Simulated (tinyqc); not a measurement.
# From one set of inputs to another, one input at a time

Model: configuration-coordinate model of a defect: Huang-Rhys factor and luminescence line shape. Computed by tinyqc, a small Python program. Command: `OMP_NUM_THREADS=1 python tinyqc.py 3018526 3018527 out.jsonl ccline ladder`. One thread of a shared host (Intel(R) Xeon(R) Processor @ 2.30GHz), about 0.06 s of CPU time with the checks.

Ground state E_g(Q) = (1/2) omega_g^2 Q^2; excited state E_e(Q) = E_0 + (1/2) omega_e^2 (Q - dQ)^2 with omega_e = omega_g and E_0 = E_ZPL. Q is mass-weighted; the dipole does not depend on Q (Condon approximation).

The inputs printed are set A. Inputs not listed in the table keep their values of set A, so the rows need not describe a real material.

Inputs (values chosen for the exercise, for a model defect in a wide-gap host): zero-phonon energy E_ZPL = 2.2 eV; displacement dQ = 0.441 u^(1/2) angstrom; ground-state phonon hbar omega_g = 49.1 meV; temperature T = 20 K; refractive index n_r = 1.88; transition dipole mu = 1.2 e angstrom; quenching prefactor nu_0 = 1e+12 1/s.

Modes: equal frequencies in both states.

Constants: hbar^2/u = 4.18015928e-03 eV angstrom^2; k_B = 8.617333262e-05 eV/K; hbar = 6.582119569e-16 eV s; e = 1.602176634e-19 C; eps_0 = 8.8541878128e-12 F/m; hbar = 1.054571817e-34 J s; c = 299792458 m/s.

Method:
- S = hbar omega dQ^2/(2 hbar^2/u) for each state; relaxation energy S hbar omega; absorption at E_0 + S_e hbar omega_e, emission at E_0 - S_g hbar omega_g; the Stokes shift is their difference.
- Overlaps <m_e|n_g> of harmonic-oscillator functions (Hermite recursion, positive leading coefficients) by a sum over an even grid (700 points from x = -9 to 9 + d for the small table, 1500 points from -16 to 16 + d for the thermal sums), with x = Q sqrt(omega_g/hbar), d = sqrt(2 S_g) and frequency ratio omega_e/omega_g.
- Initial levels m = 0..24 carry Boltzmann weights exp(-m hbar omega_e/k_B T), normalised; final levels n = 0..79; a line lies at E_ZPL + m hbar omega_e - n hbar omega_g with weight w_m <m|n>^2. Moments are taken over these weights without the E^3 factor; FWHM = 2 sqrt(2 ln 2) x standard deviation; the zero-phonon weight is the sum of w_m <m|m>^2.
- The curves cross at the root Q_c nearest dQ; the barrier is (1/2) omega_e^2 (Q_c - dQ)^2, with (1/2) omega^2 = (hbar omega)^2/(2 hbar^2/u). k_r = n_r omega^3 mu^2/(3 pi eps_0 hbar c^3) at the vertical emission energy, without local-field correction; k_nr = nu_0 exp(-barrier/k_B T) (Mott-Seitz); yield = k_r/(k_r + k_nr); T_1/2 = barrier/(k_B ln(nu_0/k_r)).

Each row keeps all changes above it:
```
input moved                              from    to  FWHM from the second moment (eV)  radiative lifetime (ns)  quenching temperature T_1/2 (K)
set A                                       -     -                            0.1236                     9.87                            25852
zero-phonon energy E_ZPL (eV)             2.2  1.25                            0.1236                    57.17                             6732
temperature T (K)                          20    50                            0.1236                    57.17                             6732
transition dipole mu (e angstrom)         1.2   1.1                            0.1236                    68.04                             6627
refractive index n_r                     1.88  3.26                            0.1236                    39.24                             6971
displacement dQ (u^(1/2) angstrom)      0.441  1.04                            0.2914                    80.89                              724
ground-state phonon hbar omega_g (meV)   49.1  14.1                            0.0466                    36.39                            16098
```

Which inputs carry the difference?

FWHM from the second moment goes from 0.124 to 0.0466, a factor 0.377 in all. The largest single move comes from ground-state phonon hbar omega_g (a factor 0.160), and displacement dQ works against it (a factor 2.36). Radiative lifetime goes from 9.87 to 36.4, a factor 3.69 in all. The largest single move comes from zero-phonon energy E_ZPL (a factor 5.79), and ground-state phonon hbar omega_g works against it (a factor 0.450). Quenching temperature T_1/2 goes from 25900 to 16100, a factor 0.623 in all. The largest single move comes from ground-state phonon hbar omega_g (a factor 22.2), but it runs against the net change; the largest move in the direction of the net change is displacement dQ (a factor 0.104). The single moves hold for this order of the switches; the total does not depend on the order.

Caution (rows set A, zero-phonon energy E_ZPL, temperature T, transition dipole mu, refractive index n_r, ground-state phonon hbar omega_g): for small S the spectrum is a set of resolved lines, and a Gaussian width has little meaning. Caution (rows set A, zero-phonon energy E_ZPL, temperature T, transition dipole mu, refractive index n_r, ground-state phonon hbar omega_g): the curves cross far outside the range of the harmonic model, so the barrier and T_1/2 have no quantitative meaning. Caution (rows displacement dQ): the band is wide against its energy, so the E^3 factor left out of the moments shifts the observed peak up.

Extremes, crossings and ranges named in words are read from the listed rows.
